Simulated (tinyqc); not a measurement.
Which mechanism rules? Model: leakage currents through a thin dielectric. Computed by tinyqc, a small Python program. Command: `OMP_NUM_THREADS=1 python tinyqc.py 3020294 3020295 out.jsonl leak walk`. One thread of a shared host (Intel(R) Xeon(R) Processor @ 2.30GHz), about 0.01 s of CPU time with the checks.

Electrons leave an electrode with Fermi energy E_F above its band bottom; barriers are counted from the Fermi level, and both electrodes are alike.

Inputs (values chosen for the exercise, modelled on HfO2):

| quantity | value | unit |
|---|---|---|
| barrier height phi_B | 1.62 | eV |
| tunnelling mass m | 0.2 | m_0 |
| optical permittivity k_o | 4 | - |
| trap depth phi_t | 1 | eV |
| Poole-Frenkel prefactor sigma_0 | 2.3e-08 | S/cm |
| thickness t | 2.6 | nm |
| electrode Fermi energy E_F | 0.26 | eV |
| electrode mass m_e | 0.5 | m_0 |
| voltage V | 1 | V |
| temperature T | 398 | K |

Stack: single layer.

Constants: e = 1.602176634e-19 C; eps_0 = 8.8541878128e-12 F/m; k_B = 8.617333262e-05 eV/K; m_0 = 9.1093837015e-31 kg; k_B = 1.380649e-23 J/K; h = 6.62607015e-34 J s; hbar = 1.054571817e-34 J s.

Method:
- Field F = V/t; equivalent oxide thickness 3.9 t/k.
- WKB: a layer of mass m, field F and barrier b(x) = b_0 - e F x gives the exponent (4 sqrt(2 m)/(3 hbar e F)) [b_0^(3/2) - max(b_0 - e F t, 0)^(3/2)] for b_0 > 0; b_0 = barrier - (E - E_F); the transmission is D(E) = exp(-sum of exponents), without image force.
- Tsu-Esaki: J = (e m_e k_B T/(2 pi^2 hbar^3)) int D(E) ln[(1 + exp((E_F - E)/k_B T))/(1 + exp((E_F - eV - E)/k_B T))] dE over the normal energy E (its change with the mass at an interface is neglected) from max(0, E_F - 3 eV) to E_F + largest barrier, by 100 Gauss-Legendre points in each part, split at E_F - 0.3 eV (if inside the range) and E_F + 8 k_B T.
- Schottky emission J = A T^2 exp(-(phi_B - sqrt(e^3 F/(4 pi k_o eps_0)))/k_B T), A = 4 pi e m k_B^2/h^3 with the tunnelling mass; Poole-Frenkel J = sigma_0 F exp(-(phi_t - sqrt(e^3 F/(pi k_o eps_0)))/k_B T); both use the field F of the dielectric.

Current densities (A/cm^2):

| V (V) | F (MV/cm) | tunnelling | Schottky | Poole-Frenkel |
|---|---|---|---|---|
| 0.20 | 0.7692 | 55.3 | 1.4932e-12 | 6.3008e-11 |
| 0.35 | 1.3462 | 85.3 | 7.1528e-12 | 2.5302e-09 |
| 0.50 | 1.9231 | 123.6 | 2.5043e-11 | 4.4307e-08 |
| 0.70 | 2.6923 | 206.9 | 1.0212e-10 | 1.0315e-06 |
| 0.85 | 3.2692 | 310.6 | 2.5764e-10 | 7.9718e-06 |
| 1.00 | 3.8462 | 475.7 | 6.0082e-10 | 5.1005e-05 |
| 1.20 | 4.6154 | 874.1 | 1.6922e-09 | 4.8555e-04 |
| 1.50 | 5.7692 | 2477.1 | 6.8817e-09 | 1.0037e-02 |

What follows from these numbers?

The largest current is tunnelling from 0.200 to 1.50 V. Over the table tunnelling grows by 1.7 decades, Schottky by 3.7 and Poole-Frenkel by 8.2. A plot of ln(J/F) against sqrt(F) for the Poole-Frenkel column has the slope 11.06 per sqrt(MV/cm), from which k_o follows; reading it as Schottky emission would give about k_o/4.

Extremes, crossings and ranges named in words are read from the listed rows.
